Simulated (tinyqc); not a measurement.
## Short-channel transistor, virtual-source model with series resistance: transfer curves at low and high drain voltage

The current per gate width is the charge at the top of the source barrier (the virtual source) times its velocity times a saturation function; al and be are fitting constants of the model. Units: I in uA/um, Rs in ohm um, so I Rs = 1e-6 I Rs in volts; Q in uC/cm^2, so I = 1e-4 Q vx0 Fsat with vx0 in cm/s.

Intrinsic voltages Vg' = Vgs - I Rs, Vd' = Vds - 2 I Rs. n = n0 + nd Vd', VT = VT0 - dl Vd', Ff = 1/(1 + exp((Vg' - VT + al Vt/2)/(al Vt))), Q = Cinv n Vt ln(1 + exp((Vg' - VT + al Vt Ff)/(n Vt))), Vdsat = (vx0 L/mu)(1 - Ff) + Vt Ff, Fsat = u/(1 + u^be)^(1/be) with u = Vd'/Vdsat, and I = Q vx0 Fsat per width. I is solved self-consistently. Columns for Vds = 0.05 V and 0.6 V; gm = dI/dVgs at 0.6 V.

Parameters, values chosen for the exercise: temperature T = 250 K; inversion capacitance Cinv = 3.57 uF/cm^2; velocity at the virtual source vx0 = 5.19e6 cm/s; apparent mobility mu = 1200 cm^2/(V s); channel length L = 12 nm; threshold at zero drain voltage VT0 = 0.39 V; drain-induced barrier lowering dl = 0.194 V/V; subthreshold factor n0 = 1.57; growth of n with drain voltage nd = 0.05 1/V; threshold shift (in units of Vt) from weak to strong inversion al = 3.5; sharpness of saturation be = 2; series resistance of each contact Rs = 70 ohm um.

Constants: q = 1.602176634e-19 C, kB = 1.380649e-23 J/K, Vt = kB T/q. Results are converted to the units shown.

Result of one run:

| Vgs (V) | I, low Vds (uA/um) | I, high Vds (uA/um) | gm (uS/um) |
|---|---|---|---|
| 0.07 | 0.05311 | 1.229 | 32.04 |

What becomes of these results when the gate voltage Vgs is changed from 0.07 to 0.45 V, all else the same?

Result of the changed run:

| Vgs (V) | I, low Vds (uA/um) | I, high Vds (uA/um) | gm (uS/um) |
|---|---|---|---|
| 0.45 | 137.0 | 286.8 | 1459 |

The whole series:

| Vgs (V) | I, low Vds (uA/um) | I, high Vds (uA/um) | gm (uS/um) |
|---|---|---|---|
| 0 | 0.006956 | 0.1850 | 5.141 |
| 0.07 | 0.05311 | 1.229 | 32.04 |
| 0.15 | 0.5085 | 8.505 | 185.4 |
| 0.22 | 3.204 | 32.36 | 526.9 |
| 0.3 | 18.78 | 94.05 | 1006 |
| 0.38 | 66.10 | 188.7 | 1326 |
| 0.45 | 137.0 | 286.8 | 1459 |
| 0.53 | 233.2 | 406.6 | 1525 |
| 0.6 | 296.0 | 514.3 | 1550 |

At Vds = 0.6 V the current spans 3.4 decades, from 0.185 to 514 uA/um. Between the first two rows the swing is 85.1 mV a decade, against n Vt ln 10 = 79.4. At Vgs = 0 the higher drain voltage raises the current by a factor of 26.6, at Vgs = 0.6 V by 1.74. The transconductance rises from 5.14 to 1550 uS/um; Cinv vx0, its value in strong inversion and saturation without series resistance, is 1850 uS/um.

tinyqc, about 0.01 s, one thread, Intel Xeon 2.30GHz (shared host): `OMP_NUM_THREADS=1 python tinyqc.py 2380059 2380060 out.jsonl`
